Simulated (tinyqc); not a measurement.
Worked calculation: cluster expansion of a binary alloy: correlations, fit, cross-validation and ground states. Computed by tinyqc, a small Python program that keeps every step. Command: `OMP_NUM_THREADS=1 python tinyqc.py 3018034 3018035 out.jsonl clex walk`. One thread of a shared host (Intel(R) Xeon(R) Processor @ 2.30GHz), about 0.2 s of CPU time with the checks. Intermediate numbers are printed to about 6 digits and carried at full precision; extremes and crossings named in words are read from the listed rows.

s = +1 for A and -1 for B. Energy per site E = J0 + J1 P(point) + sum over clusters of m V P, with P the mean product of spins; V > 0 on a pair favours unlike neighbours. Clusters per site m: pair 1 6, pair 2 3, pair 3 12, triplet 8; the triplet is the triangle of first neighbours. Formation energies are counted from the line between pure A and pure B, which removes J0 and J1.

Inputs (values chosen for the exercise, for a model alloy): first-pair interaction V1 = 5.83 meV; second-pair interaction V2 = -2.4 meV; third-pair interaction V3 = -0.67 meV; triplet interaction Vt = 0.77 meV; noise amplitude = 1.5 meV/site; temperature T = 300 K; fraction x of B = 0.55.

Lattice: fcc.

Constants: k_B = 8.617333262e-05 eV/K.

## Design matrix

correlations P, counted on periodic cells, rows A, A3B L1_2, A3B D0_22, A3B (001) layers, A2B (001) layers, AB L1_0, AB L1_1, A2B2 (001) layers, AB2 (001) layers, AB3 L1_2, AB3 D0_22, AB3 (001) layers, B, columns point, pair 1, pair 2, pair 3, triplet:
$$\begin{pmatrix}
1.00000 & 1.00000 & 1.00000 & 1.00000 & 1.00000 \\
0.50000 & 0.00000 & 1.00000 & 0.00000 & -0.50000 \\
0.50000 & 0.00000 & 0.66667 & 0.33333 & -0.50000 \\
0.50000 & 0.33333 & 0.66667 & 0.00000 & 0.50000 \\
0.33333 & 0.11111 & 0.55556 & -0.33333 & 0.33333 \\
0.00000 & -0.33333 & 1.00000 & -0.33333 & 0.00000 \\
0.00000 & 0.00000 & -1.00000 & 0.00000 & 0.00000 \\
0.00000 & 0.33333 & 0.33333 & -0.33333 & 0.00000 \\
-0.33333 & 0.11111 & 0.55556 & -0.33333 & -0.33333 \\
-0.50000 & 0.00000 & 1.00000 & 0.00000 & 0.50000 \\
-0.50000 & 0.00000 & 0.66667 & 0.33333 & 0.50000 \\
-0.50000 & 0.33333 & 0.66667 & 0.00000 & -0.50000 \\
-1.00000 & 1.00000 & 1.00000 & 1.00000 & -1.00000
\end{pmatrix}$$

Design matrix of formation energies: m (P - 1) for pairs and m (P(triplet) - P(point)) for the triplet; x = (1 - P(point))/2.

X, rows A, A3B L1_2, A3B D0_22, A3B (001) layers, A2B (001) layers, AB L1_0, AB L1_1, A2B2 (001) layers, AB2 (001) layers, AB3 L1_2, AB3 D0_22, AB3 (001) layers, B, columns pair 1, pair 2, pair 3, triplet:
$$\begin{pmatrix}
0.0000 & 0.0000 & 0.0000 & 0.0000 \\
-6.0000 & 0.0000 & -12.0000 & -8.0000 \\
-6.0000 & -1.0000 & -8.0000 & -8.0000 \\
-4.0000 & -1.0000 & -12.0000 & 0.0000 \\
-5.3333 & -1.3333 & -16.0000 & 0.0000 \\
-8.0000 & 0.0000 & -16.0000 & 0.0000 \\
-6.0000 & -6.0000 & -12.0000 & 0.0000 \\
-4.0000 & -2.0000 & -16.0000 & 0.0000 \\
-5.3333 & -1.3333 & -16.0000 & 0.0000 \\
-6.0000 & 0.0000 & -12.0000 & 8.0000 \\
-6.0000 & -1.0000 & -8.0000 & 8.0000 \\
-4.0000 & -1.0000 & -12.0000 & 0.0000 \\
0.0000 & 0.0000 & 0.0000 & 0.0000
\end{pmatrix}$$

## Formation energies

standard normal numbers for the noise (0 for the pure ends): A 0.000, A3B L1_2 0.880, A3B D0_22 1.867, A3B (001) layers 0.425, A2B (001) layers 0.363, AB L1_0 -0.658, AB L1_1 1.386, A2B2 (001) layers -0.760, AB2 (001) layers -1.109, AB3 L1_2 -0.359, AB3 D0_22 -1.168, AB3 (001) layers -0.261, B 0.000

Exact: X V with V = (V1, V2, V3, Vt). The data to fit add the noise amplitude times the normal numbers, standing for what the clusters leave out.

exact energies (meV/site): A 0.0000, A3B L1_2 -33.1000, A3B D0_22 -33.3800, A3B (001) layers -12.8800, A2B (001) layers -17.1733, AB L1_0 -35.9200, AB L1_1 -12.5400, A2B2 (001) layers -7.8000, AB2 (001) layers -17.1733, AB3 L1_2 -20.7800, AB3 D0_22 -21.0600, AB3 (001) layers -12.8800, B 0.0000

data (meV/site): A 0.0000, A3B L1_2 -31.7800, A3B D0_22 -30.5795, A3B (001) layers -12.2425, A2B (001) layers -16.6288, AB L1_0 -36.9070, AB L1_1 -10.4610, A2B2 (001) layers -8.9400, AB2 (001) layers -18.8368, AB3 L1_2 -21.3185, AB3 D0_22 -22.8120, AB3 (001) layers -13.2715, B 0.0000

## Normal equations for V1, V2, Vt

Leave out pair 3: A = X^T X and b = X^T E (E being the data with noise) over these three columns; solve A V = b. The root-mean-square error runs over the structures between the pure ends.

matrix A, rows V1, V2, Vt:
$$\begin{pmatrix}
348.889 & 78.222 & 0.000 \\
78.222 & 47.556 & 0.000 \\
0.000 & 0.000 & 256.000
\end{pmatrix}$$

b (meV): [1323.93, 206.84, 145.83]

fitted V1, V2, Vt (meV): [4.46684, -2.99791, 0.56966]

root-mean-square error of the three-cluster fit = 2.17448 meV/site

The fit misses V1 by -1.36, V2 by -0.60 and Vt by -0.20 meV; the omitted V3 = -0.67 meV and the noise shift the fitted values.

## Which clusters to keep

For each set, H = X (X^T X)^-1 X^T over the structures between the ends; residual e = E - H E; leave-one-out error e_i/(1 - H_ii); both as root mean squares.

Fits:
```
clusters     fit error (meV/site)  leave-one-out error (meV/site)  largest H_ii
V1                        6.06682                         6.78306      0.183439
V1 V2                     3.50436                         4.88536      0.824987
V1 V3                     5.30144                         6.17859      0.348390
V1 V2 Vt                  2.17448                         3.94295      0.824987
V1 Vt                     5.40871                         6.55796      0.353185
V1 V2 V3                  2.85990                         3.62451      0.896047
V1 V3 Vt                  4.53354                         5.39185      0.515858
V1 V2 V3 Vt               0.79174                         1.26547      0.896047
```

leave-one-out error without pair 3 = 3.94295 meV/site

leave-one-out error with all four = 1.26547 meV/site

The fit error can only fall as clusters are added, to 0.79 meV with all four. The leave-one-out error is least for V1 V2 V3 Vt (1.27 meV): dropping V2, V3 or Vt makes prediction worse at this noise.

## Ground states by the convex hull

Height above the hull = E less the lowest straight line between two structures that bracket x (or the lowest structure at the same x). The three-term fit is X V with the fitted values.

Hull among these structures (meV/site):
```
structure                x   exact E  above hull  fitted E  above hull, fit
A                  0.00000    0.0000      0.0000    0.0000           0.0000
A3B L1_2           0.25000  -33.1000      0.2800  -31.3583           0.0000
A3B D0_22          0.25000  -33.3800      0.0000  -28.3604           2.9979
A3B (001) layers   0.25000  -12.8800     20.5000  -14.8695          16.4888
A2B (001) layers   0.33333  -17.1733     17.0533  -19.8259          12.9912
AB L1_0            0.50000  -35.9200      0.0000  -35.7347           0.0000
AB L1_1            0.50000  -12.5400     23.3800   -8.8136          26.9211
A2B2 (001) layers  0.50000   -7.8000     28.1200  -11.8715          23.8632
AB2 (001) layers   0.66667  -17.1733      8.8400  -19.8259           6.9148
AB3 L1_2           0.75000  -20.7800      0.2800  -22.2438           0.0000
AB3 D0_22          0.75000  -21.0600      0.0000  -19.2459           2.9979
AB3 (001) layers   0.75000  -12.8800      8.1800  -14.8695           7.3743
B                  1.00000    0.0000      0.0000    0.0000           0.0000
```

lowest exact formation energy = -35.92 meV/site

On the exact hull: A, A3B D0_22, AB L1_0, AB3 D0_22, B. The fit finds A, A3B L1_2, AB L1_0, AB3 L1_2, B instead; its root-mean-square error is 2.17 meV. A structure at zero height may lie on a tie line without being a vertex, and structures outside this list could lie lower.

## The random alloy and its short-range order

Random alloy: P(pair) = p^2, P(triplet) = p^3, p = 1 - 2x, so H_mix = (p^2 - 1) sum m V(pairs) + (p^3 - p) m Vt; G_mix = H_mix + k_B T [x ln x + (1 - x) ln(1 - x)]. To first order in 1/T the Warren-Cowley parameter of shell 1 is alpha_1 = -(1 - p^2) V_eff/(k_B T), V_eff = V1 + (number of triplets on a first-neighbour bond) p Vt, that number being 4.

mixing enthalpy H_mix = -18.93276 meV/site

mixing free energy G_mix = -36.7225 meV/site

alpha_1 = -0.211464

alpha_1 < 0: unlike neighbours are preferred. Caution: so large an alpha_1 is beyond the first-order expansion.

Checks made by the program: leave-one-out formula against refits (relative difference below 1e-10).
